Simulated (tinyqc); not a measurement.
Worked calculation: plane-wave Kohn-Sham cycle with exchange-only LDA in a layered model solid. One step of it, computed by the program tinyqc.

Question. Iteration 1: Hamiltonian at one k. H(m,m') = (k + G_m)^2/2 delta + V(G_m - G_m'), with V(-G) = V(G).

A solid whose potential varies along x alone (atomic units):
```
parameter,value
period a,4.900000
cross-section of the cell,37.000000
electrons per cell,4
grid points,16
"plane waves -n..n, n",3
k points,3
V1 in V1 cos(2 pi x/a),-0.250000
V2 in V2 cos(4 pi x/a),0.040000
```

V(G_m), m = 0, 1, 2, ... (hartree): -0.276192  -0.125000  0.020000  0.000000  0.000000  0.000000  0.000000

k = 0.000000 2 pi / a

Give: H.

Answer.

H (hartree):
```
,-3,-2,-1,+0,+1,+2,+3
-3,7.1229,-0.1250,0.0200,0.0000,0.0000,0.0000,0.0000
-2,-0.1250,3.0123,-0.1250,0.0200,0.0000,0.0000,0.0000
-1,0.0200,-0.1250,0.5459,-0.1250,0.0200,0.0000,0.0000
+0,0.0000,0.0200,-0.1250,-0.2762,-0.1250,0.0200,0.0000
+1,0.0000,0.0000,0.0200,-0.1250,0.5459,-0.1250,0.0200
+2,0.0000,0.0000,0.0000,0.0200,-0.1250,3.0123,-0.1250
+3,0.0000,0.0000,0.0000,0.0000,0.0200,-0.1250,7.1229
```
